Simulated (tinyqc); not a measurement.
From results back to parameters: thresholds of impact ionisation and Auger recombination from band masses. Three cases, with inputs chosen for the exercise.

Problem. For parabolic bands the thresholds of impact ionisation are Eg (1 + 2 mu)/(1 + mu) for electrons and Eg (2 + mu)/(1 + mu) for heavy holes, mu = me/mh. Both are given.

Case 1.

thresholds for electrons and holes (eV): 1.770542  2.936458

Case 2.

thresholds for electrons and holes (eV): 1.809097  2.999903

Case 3.

thresholds for electrons and holes (eV): 1.672514  2.797486

Find: Eg; mu.

Solution. The sum is 3 Eg; mu = (E_e - Eg)/(2 Eg - E_e).

Case 1.

Eg = 1.569 eV
mu = 0.1474

Case 2.

Eg = 1.603 eV
mu = 0.1475

Case 3.

Eg = 1.490 eV
mu = 0.1396

Computed by tinyqc, one run a case: `OMP_NUM_THREADS=1 python tinyqc.py N N+1 out.jsonl` with N = 1850220, 1850222, 1850234; one thread of a shared Intel(R) Xeon(R) Processor @ 2.30GHz, about 0.01 s a run at most.
